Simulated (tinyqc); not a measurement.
# Short-channel transistor, virtual-source model with series resistance, step by step

Numbers from tinyqc (`OMP_NUM_THREADS=1 python tinyqc.py 2380085 2380086 out.jsonl`; about 0.01 s on one thread of a shared Intel Xeon 2.30GHz). Printed values are rounded.

The current per gate width is the charge at the top of the source barrier (the virtual source) times its velocity times a saturation function; al and be are fitting constants of the model. Units: I in uA/um, Rs in ohm um, so I Rs = 1e-6 I Rs in volts; Q in uC/cm^2, so I = 1e-4 Q vx0 Fsat with vx0 in cm/s.

Parameters, values chosen for the exercise:

| symbol | value | unit | meaning |
|---|---|---|---|
| T | 300 | K | temperature |
| Cinv | 1.77 | uF/cm^2 | inversion capacitance |
| vx0 | 9.53e6 | cm/s | velocity at the virtual source |
| mu | 950 | cm^2/(V s) | apparent mobility |
| L | 32 | nm | channel length |
| VT0 | 0.292 | V | threshold at zero drain voltage |
| dl | 0.049 | V/V | drain-induced barrier lowering |
| n0 | 1.28 |  | subthreshold factor |
| nd | 0.1 | 1/V | growth of n with drain voltage |
| al | 3.5 |  | threshold shift (in units of Vt) from weak to strong inversion |
| be | 1.8 |  | sharpness of saturation |
| Rs | 200 | ohm um | series resistance of each contact |
| Vgs | 0.6 | V | gate voltage |
| Vds | 0.6 | V | drain voltage |

Constants: q = 1.602176634e-19 C, kB = 1.380649e-23 J/K, Vt = kB T/q. Results are converted to the units shown.

## Iteration 1: current through the series resistance

I at the start = 0 uA/um

Intrinsic voltages Vg' = Vgs - I Rs, Vd' = Vds - 2 I Rs. n = n0 + nd Vd', VT = VT0 - dl Vd', Ff = 1/(1 + exp((Vg' - VT + al Vt/2)/(al Vt))), Q = Cinv n Vt ln(1 + exp((Vg' - VT + al Vt Ff)/(n Vt))), Vdsat = (vx0 L/mu)(1 - Ff) + Vt Ff, Fsat = u/(1 + u^be)^(1/be) with u = Vd'/Vdsat, and I(out) = Q vx0 Fsat per width. (Fsat takes the sign of u.) I(new) = I(out).

Vg' = 0.6 V
Vd' = 0.6 V
VT = 0.2626 V
Ff = 0.0143590
Q = 0.599501 uC/cm^2
Vdsat = 0.0320113 V
Fsat = 0.997169
I(out) = 569.707 uA/um
I after iteration 1 = 569.707 uA/um

## Iteration 2: current through the series resistance

As before.

Vg' = 0.486059 V
Vd' = 0.372117 V
VT = 0.273766 V
Ff = 0.0548761
Q = 0.384648 uC/cm^2
Vdsat = 0.0317581 V
Fsat = 0.993441
I(out) = 364.165 uA/um
I after iteration 2 = 364.165 uA/um

## Iteration 3: current through the series resistance

As before.

Vg' = 0.527167 V
Vd' = 0.454334 V
VT = 0.269738 V
Ff = 0.0340564
Q = 0.461134 uC/cm^2
Vdsat = 0.0318882 V
Fsat = 0.995374
I(out) = 437.428 uA/um
I after iteration 3 = 437.428 uA/um

## Course of the iteration: current through the series resistance

Stop when I changes by less than 1e-7 uA/um, or after 80 iterations.

Course of the iteration:
```
iteration  I (uA/um)  |change| (uA/um)
1            569.707               570
2            364.165               206
3            437.428              73.3
4            411.160              26.3
5            420.561              9.40
6            417.194              3.37
7            418.400              1.21
8            417.968             0.432
9            418.123             0.155
...              ...               ...
15           418.082           3.26e-4
16           418.082           1.17e-4
17           418.082           4.18e-5
18           418.082           1.50e-5
19           418.082           5.35e-6
20           418.082           1.92e-6
21           418.082           6.86e-7
22           418.082           2.46e-7
23           418.082           8.80e-8
```

Converged in 23 iterations. At the end each change is about 0.36 times the one before, with alternating sign: linear convergence.

## What the series resistance costs

converged I = 418.082 uA/um
I0 = 569.707 uA/um

Intrinsic voltages Vg' = Vgs - I Rs, Vd' = Vds - 2 I Rs. n = n0 + nd Vd', VT = VT0 - dl Vd', Ff = 1/(1 + exp((Vg' - VT + al Vt/2)/(al Vt))), Q = Cinv n Vt ln(1 + exp((Vg' - VT + al Vt Ff)/(n Vt))), Vdsat = (vx0 L/mu)(1 - Ff) + Vt Ff, Fsat = u/(1 + u^be)^(1/be) with u = Vd'/Vdsat, and I = Q vx0 Fsat per width. I0 is the current for Rs = 0. Effective velocity I/Q; transit time L Q/I.

loss against I0 = 26.6146 %
effective velocity = 9.48199e6 cm/s
transit time = 0.337482 ps

The carriers leave the virtual source at 99.5 % of vx0: the device is in saturation.
